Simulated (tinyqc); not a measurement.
Velocity against field: two-valley model of the transferred-electron effect. Computed by tinyqc, a small Python program. Command: `OMP_NUM_THREADS=1 python tinyqc.py 3030290 3030291 out.jsonl gunn walk`. One thread of a shared host (Intel(R) Xeon(R) Processor @ 2.30GHz), about 0.01 s of CPU time with the checks.

Both kinds of valley share one electron temperature T_e, and each has a constant mobility.

Inputs (values chosen for the exercise, modelled on CdTe): central-valley mass m1 = 0.097 m_0; satellite-valley mass m2 = 0.3 m_0; satellite valleys Z = 4; valley separation dE = 0.53 eV; central-valley mobility mu1 = 1000 cm^2/(V s); satellite-valley mobility mu2 = 88 cm^2/(V s); energy relaxation time tau_E = 0.77 ps; lattice temperature T = 200 K; electric field F = 5.3 kV/cm.

Solver: bisection.

Constants: k_B = 8.617333262e-05 eV/K.

Method. Density-of-states ratio R = Z (m2/m1)^(3/2); n2/n1 = R exp(-dE/(k_B T_e)); mean mobility mu = (mu1 + mu2 n2/n1)/(1 + n2/n1); energy balance e mu F^2 = (3/2) k_B (T_e - T)/tau_E; v = mu F.

low-field mobility = 1000 cm^2/(V s)

R = 21.7563

The curve:
```
F (kV/cm)  T_e (K)  share in the satellites (%)  v (1e7 cm/s)  low-field line (1e7 cm/s)
0.53         201.7                   1.2388e-10        0.0530                      0.053
1.30         210.1                   4.1901e-10        0.1300                      0.130
2.60         240.3                   1.6617e-08        0.2600                      0.260
3.70         281.6                   7.0886e-07        0.3700                      0.370
5.30         367.3                   1.1641e-04        0.5300                      0.530
7.40         526.2                   1.8233e-02        0.7399                      0.740
11.00        905.2                   2.3779e+00        1.0761                      1.100
16.00       1417.5                   2.2112e+01        1.2773                      1.600
26.00       2168.3                   5.6055e+01        1.2708                      2.600
53.00       4201.8                   8.3426e+01        1.2675                      5.300
```

What does the comparison show, and why?

v falls between 16 and 53 kV/cm, while the share in the slow valleys goes from 22 to 83 %: transfer outruns the rise of the field. With constant mobilities n2/n1 tends to R and v ends on the line (mu1 + R mu2) F/(1 + R), a mobility of 128; real satellites saturate instead. Rows with T_e above 3000 K lie outside the range of a Maxwellian in parabolic valleys.

Extremes, crossings and ranges named in words are read from the listed rows.
